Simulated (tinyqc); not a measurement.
Density of states of one tight-binding band on the simple cubic lattice: sweeps and comparisons. A value that a table varies takes the place of the one given here.

E(k) = -2 t (c1 + c2 + c3) - 4 t2 (c1 c2 + c2 c3 + c3 c1) with ci = cos(2 pi ki); k in fractions of the reciprocal vectors, mesh k_i = j/N with j = 0 .. N-1. Densities are per cell and per spin, so the band holds one state.

Each cube of the mesh, corners numbered 0 to 7 as the binary number (i j l), is cut into six tetrahedra around the diagonal 0-7: 0137, 0157, 0237, 0267, 0457, 0467. For corner energies e1 <= e2 <= e3 <= e4 and eij = ei - ej, the share of the tetrahedron below E is n = (E - e1)^3/(e21 e31 e41) for e1 < E < e2; n = [e21^2 + 3 e21 x + 3 x^2 - (e31 + e42) x^3/(e32 e42)]/(e31 e41) with x = E - e2 for e2 < E < e3; n = 1 - (e4 - E)^3/(e41 e42 e43) for e3 < E < e4; its density of states is g = dn/dE.

Gaussian broadening: g(E) = mean over the mesh of exp(-(E - E_k)^2/(2 sigma^2))/(sigma sqrt(2 pi)), n(E) = mean of erfc((E_k - E)/(sigma sqrt 2))/2.

Parameters, chosen for this exercise:
- t = 1.22 eV (nearest hopping)
- t2 = -0.22 eV (second hopping)
- N2 = 8 (mesh points along each axis in this comparison)
- sigma = 0.244 eV (Gaussian width)
- E = 3.47 eV (energy at which the density is wanted)

## Three ways to the same curve

N = N2 here; the reference is the linear method with N = 36.

g(E) (1/eV):

| E (eV) | reference | linear tetrahedra | Gaussian, sigma | Gaussian, sigma/4 | reference n(E) |
|---|---|---|---|---|---|
| -3.348 | 0.147 | 0.125 | 0.126 | 0.038 | 0.114 |
| -2.017 | 0.136 | 0.140 | 0.141 | 0.017 | 0.313 |
| -0.687 | 0.120 | 0.128 | 0.123 | 0.001 | 0.483 |
| 0.644 | 0.110 | 0.114 | 0.044 | 0.001 | 0.635 |
| 1.975 | 0.076 | 0.081 | 0.132 | 0.282 | 0.769 |
| 3.306 | 0.049 | 0.050 | 0.006 | 0.000 | 0.850 |
| 4.637 | 0.035 | 0.035 | 0.064 | 0.015 | 0.905 |
| 5.968 | 0.025 | 0.024 | 0.016 | 0.000 | 0.944 |
| 7.299 | 0.017 | 0.016 | 0.020 | 0.000 | 0.972 |
| 8.630 | 0.011 | 0.008 | 0.018 | 0.020 | 0.991 |

Root-mean-square errors against the reference: 0.0077 for linear tetrahedra, 0.0326 for sigma and 0.0991 for sigma/4. The narrow Gaussian is worse than the wide one, because it resolves the separate mesh levels. The reference is highest at -3.348 eV of the energies listed, and half filling lies between -0.687 and 0.644 eV.

## Convergence with the mesh

At the energy E; the plain count is the share of mesh points below E; the reference is the linear method with N = 36.

Results:

| N | points | g linear | n linear | g Gaussian | n Gaussian | n plain count |
|---|---|---|---|---|---|---|
| 4 | 64 | 0.0536 | 0.8967 | 0.0000 | 0.8906 | 0.8906 |
| 6 | 216 | 0.0463 | 0.8741 | 0.0337 | 0.8533 | 0.8472 |
| 8 | 512 | 0.0480 | 0.8659 | 0.0177 | 0.8438 | 0.8418 |
| 12 | 1728 | 0.0467 | 0.8616 | 0.0506 | 0.8534 | 0.8513 |
| 16 | 4096 | 0.0472 | 0.8597 | 0.0500 | 0.8563 | 0.8508 |
| 20 | 8000 | 0.0467 | 0.8589 | 0.0451 | 0.8581 | 0.8634 |

reference n and g: 0.8579  0.0468

The linear n(E) stays within 0.002 of the reference from N = 16 on. The Gaussian g still moves by more than 1 % between the last two meshes. At the last mesh it lies -0.002 1/eV from the reference g and the linear g 0.000. The plain count errs by +0.0054 at the last mesh.

## Critical points

The gradient vanishes at these points by symmetry; the signs of the eigenvalues of the second-derivative matrix give the type.

Critical points:

| point | k | E (eV) | positive | negative | type |
|---|---|---|---|---|---|
| Gamma | (0, 0, 0) | -4.6800 | 3 | 0 | minimum |
| X | (0.5, 0, 0) | -3.3200 | 2 | 1 | saddle |
| M | (0.5, 0.5, 0) | 1.5600 | 1 | 2 | saddle |
| R | (0.5, 0.5, 0.5) | 9.9600 | 0 | 3 | maximum |

Gamma is a minimum at -4.680 eV: its contribution to g starts as a square root. X is a saddle at -3.320 eV: g has a square-root kink there. M is a saddle at 1.560 eV: g has a square-root kink there. R is a maximum at 9.960 eV: its contribution to g ends as a square root.

## What moves the count of states

Linear method and Gaussian sum with N = 14. Each row changes one parameter from the base and keeps the others.

Results:

| case | n linear | g linear (1/eV) | n Gaussian | g Gaussian (1/eV) |
|---|---|---|---|---|
| base | 0.8603 | 0.0471 | 0.8557 | 0.0515 |
| t = 1.342 eV | 0.8455 | 0.0475 | 0.8411 | 0.0400 |
| E = 3.592 eV | 0.8660 | 0.0456 | 0.8620 | 0.0511 |
| sigma = 0.488 eV | 0.8603 | 0.0471 | 0.8556 | 0.0475 |
| t2 = -0.159 eV | 0.8636 | 0.0507 | 0.8593 | 0.0572 |

The largest shifts from the base row, up to three for each result and ties (the steps differ in size, so this ranks the rows, not the parameters). n linear: t -0.0148, E +0.0057, t2 +0.0032; unchanged at the printed digits by sigma. g linear (1/eV): t2 +0.0036, E -0.0015, t +0.0004; unchanged at the printed digits by sigma. n Gaussian: t -0.0146, E +0.0063, t2 +0.0036. g Gaussian (1/eV): t -0.0115, t2 +0.0056, sigma -0.0041.

(tinyqc, `OMP_NUM_THREADS=1 python tinyqc.py 1681314 1681315 out.jsonl`, Intel(R) Xeon(R) Processor @ 2.30GHz, 1 thread, shared host, about 0.2 s.)
